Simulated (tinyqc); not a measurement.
Landau-Devonshire theory of a uniaxial ferroelectric: one step, computed by the program tinyqc.

G(P) = (alpha/2) P^2 + (beta*/4) P^4 + (gamma/6) P^6 - E P per volume, SI units, one domain, P along the polar axis, which is normal to the film.

Problem. Spontaneous polarisation, susceptibility, coercive field. Ps^2 = [-beta* + sqrt(beta*^2 - 4 alpha gamma)]/(2 gamma). chi = 1/(eps_0 G''), G'' = alpha + 3 beta* P^2 + 5 gamma P^4 at Ps. Ps, chi and the coercive field are for perfect screening, without a depolarising field. The intrinsic coercive field is |alpha P + beta* P^3 + gamma P^5| at the P_c where G'' = 0. 1 C/m^2 = 100 microcoulomb/cm^2.

Inputs (values chosen for the exercise, modelled on barium titanate): Curie-Weiss temperature T0 = 381 K; gamma = 1.7e+10 J m^9/C^6; temperature T = 297 K.

Sample: epitaxial film.

alpha = -1.289389e+08 J m/C^2

beta* = 5.327143e+08 J m^5/C^4

Constants: eps_0 = 8.8541878128e-12 F/m.

Give: spontaneous polarisation Ps; susceptibility chi; well depth G(Ps); P_c; intrinsic coercive field.

Solution.

spontaneous polarisation Ps = 26.985 microcoulomb/cm^2

susceptibility chi = 257.76

well depth G(Ps) = -2.8944 MJ/m^3

P_c = 17.512 microcoulomb/cm^2

intrinsic coercive field = 16.919 MV/m

P_c/Ps = 0.649, above the 0.577 of a quartic well, as the sixth-order term matters. Real switching runs by domain nucleation at far lower fields.
